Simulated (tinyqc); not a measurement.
Line shape against size: Raman line shape of confined optical phonons and breathing modes of small crystals. Computed by tinyqc, a small Python program. Command: `OMP_NUM_THREADS=1 python tinyqc.py 3024688 3024689 out.jsonl confine walk`. One thread of a shared host (Intel(R) Xeon(R) Processor @ 2.30GHz), about 0.02 s of CPU time with the checks.

Confinement in 2 direction(s) lets phonons with q away from zero scatter light. q is in units of 2 pi/a, from 0 to 1, and the branch is isotropic: omega(q)^2 = (omega_0^2 + omega_X^2)/2 + ((omega_0^2 - omega_X^2)/2) cos(pi q). The model and its constant beta are phenomenological; beta = 8 is the common choice.

Inputs (values chosen for the exercise, modelled on germanium):

| quantity | value | unit |
|---|---|---|
| bulk frequency omega_0 | 300.5 | 1/cm |
| frequency at the zone boundary omega_X | 247 | 1/cm |
| natural width Gamma_0 | 3.2 | 1/cm |
| lattice constant a | 5.658 | angstrom |
| size L | 4 | nm |
| confinement constant beta | 8 | - |

Shape: wire.

Method:
- Weight W(q) = q^1 exp(-(2 L q/a)^2/(2 beta)) dq, that is exp(-k^2 L^2/(2 beta pi^2)) for k = 2 pi q/a.
- Width q_c = a sqrt(2 beta)/(2 L), where the exponential falls to 1/e; curvature of the branch: omega(q) = omega_0 - c q^2, c = pi^2 (omega_0^2 - omega_X^2)/(8 omega_0); for small q_c the mean of q^2 is (number of confined directions) q_c^2/2, and the mean shift is -c times that.
- I(omega) = int W(q) / [(omega - omega(q))^2 + (Gamma_0/2)^2] dq / int W dq x (Gamma_0/2)^2, by 400 Gauss-Legendre points on 0 < q < min(1, 2.5 a sqrt(2 beta)/L).
- The peak is the maximum of I; the width is taken between the half-maximum points, and the asymmetry is the low-side half-width over the high-side one.

mean shift, quadratic estimate = -9.62430 1/cm

Line shape:

| L (nm) | peak shift (1/cm) | full width (1/cm) | asymmetry | mean shift, quadratic estimate (1/cm) |
|---|---|---|---|---|
| 3 | -3.5229 | 20.334 | 4.0881 | -17.110 |
| 3.6 | -2.8754 | 15.016 | 3.3881 | -11.882 |
| 4.4 | -2.319 | 11.144 | 2.7784 | -7.9540 |
| 5.5 | -1.8291 | 8.3138 | 2.2506 | -5.0905 |
| 7 | -1.4062 | 6.3379 | 1.8211 | -3.1426 |
| 10 | -0.92458 | 4.6413 | 1.3943 | -1.5399 |
| 15 | -0.53284 | 3.713 | 1.1329 | -0.68439 |
| 25 | -0.23005 | 3.2996 | 1.0182 | -0.24638 |

What does the comparison show, and why?

The peak shift falls with exponent -1.11 at the small end and -1.64 at the large end. For still larger L it tends to the mean shift, which goes as 1/L^2; the ratio is 0.21 in the first row and 0.93 in the last. The width exceeds Gamma_0 by over 10 % for L up to 15 nm. In a wire the factor q lowers the weight at q = 0.

Extremes, crossings and ranges named in words are read from the listed rows.
